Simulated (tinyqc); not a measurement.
# Nanowire ballistic transistor, top-of-the-barrier model: what changes with what

At the top of the source barrier, states moving towards the drain are filled by the source (Fermi level 0) and states moving back by the drain (Fermi level -q Vd); nothing scatters. U is the shift of the band edge there, set by the capacitances CG, CD and CS (the total) and by the charge. Parabolic one-dimensional subband; the source is grounded.

Values chosen for this exercise; mass and valleys close to those of a monolayer dichalcogenide:
- T = 300 K (temperature)
- m = 0.481 m0 (effective mass)
- gv = 2 (valley degeneracy)
- eox = 7.5 (relative permittivity of the gate insulator)
- tox = 1.7 nm (insulator thickness)
- d = 6 nm (wire diameter)
- aG = 0.83 (gate control CG/CS)
- aD = 0.102 (drain control CD/CS)
- E0 = 0.33 eV (band edge at the barrier top above the source Fermi level at zero bias)

Constants: q = 1.602176634e-19 C, kB = 1.380649e-23 J/K, hbar = 1.054571817e-34 J s, h = 6.62607015e-34 J s, m0 = 9.1093837015e-31 kg, Vt = kB T/q, eps0 = 8.8541878128e-14 F/cm where lengths are in cm. Results are converted to the units shown.

Each table varies one quantity; the others keep the values above.

## Effect of the drain control CD/CS

N0 = gv sqrt(2 m kB T/pi)/hbar, CG = 2 pi eps0 eox/ln(1 + 2 tox/d), CS = CG/aG, n0 = n at U = 0 and Vd = 0. eta1 = -(E0 + U)/Vt, eta2 = eta1 - Vd/Vt, n = (N0/2)[F_(-1/2)(eta1) + F_(-1/2)(eta2)], F_(-1/2)(x) = (1/sqrt(pi)) int_0^infinity u^(-1/2)/(1 + exp(u - x)) du. U = UL + q (n - n0)/CS with UL = -(aG Vg + aD Vd), energies in eV. I = gv (2 q^2/h) Vt [ln(1 + exp eta1) - ln(1 + exp eta2)]. CQ = (q/Vt) dn/d(eta1). E0 is held fixed.

In this table Vg = 0.6 V, Vd = 0.6 V.

Effect of the drain control CD/CS:

| aD | eta1 | n (cm^-1) | I (uA) | mean velocity I/(q n) (cm/s) | CQ/CS |
|---|---|---|---|---|---|
| 0 | 3.1174 | 6.1089e6 | 12.662 | 1.2937e7 | 0.62929 |
| 0.02 | 3.4048 | 6.4282e6 | 13.771 | 1.3371e7 | 0.60093 |
| 0.04 | 3.6973 | 6.7385e6 | 14.910 | 1.3810e7 | 0.57407 |
| 0.06 | 3.9946 | 7.0400e6 | 16.076 | 1.4252e7 | 0.54896 |
| 0.08 | 4.2965 | 7.3331e6 | 17.266 | 1.4696e7 | 0.52571 |
| 0.1 | 4.6030 | 7.6181e6 | 18.480 | 1.5140e7 | 0.50433 |
| 0.12 | 4.9136 | 7.8956e6 | 19.713 | 1.5584e7 | 0.48474 |
| 0.14 | 5.2281 | 8.1659e6 | 20.966 | 1.6025e7 | 0.46684 |

What does the table show?

As aD goes from 0 to 0.14, n rises from 6.11e6 to 8.17e6 cm^-1, the mean velocity rises from 1.29e7 to 1.60e7 cm/s and the current rises from 12.7 to 21.0 uA. CQ/CS goes from 0.63 to 0.47. In every row higher subbands of the wire, left out here, could begin to fill.

## Effect of the valley degeneracy

Same model as above.

CQ = (q/Vt) dn/d(eta1). E0 is held fixed.

In this table Vg = 0.6 V, Vd = 0.6 V.

Effect of the valley degeneracy:

| gv | eta1 | n (cm^-1) | I (uA) | mean velocity I/(q n) (cm/s) | CQ/CS |
|---|---|---|---|---|---|
| 1 | 6.358 | 4.532e6 | 12.74 | 1.754e7 | 0.2077 |
| 2 | 4.634 | 7.646e6 | 18.60 | 1.518e7 | 0.5023 |
| 3 | 3.470 | 9.748e6 | 21.04 | 1.347e7 | 0.8921 |
| 4 | 2.677 | 1.118e7 | 21.98 | 1.227e7 | 1.351 |
| 6 | 1.704 | 1.294e7 | 22.49 | 1.085e7 | 2.314 |

As gv goes from 1 to 6, n rises from 4.53e6 to 1.29e7 cm^-1, the mean velocity falls from 1.75e7 to 1.08e7 cm/s and the current rises from 12.7 to 22.5 uA. CQ/CS goes from 0.21 to 2.3. In every row higher subbands of the wire, left out here, could begin to fill.

tinyqc, about 0.06 s, one thread, Intel Xeon 2.30GHz (shared host): `OMP_NUM_THREADS=1 python tinyqc.py 2400144 2400145 out.jsonl`
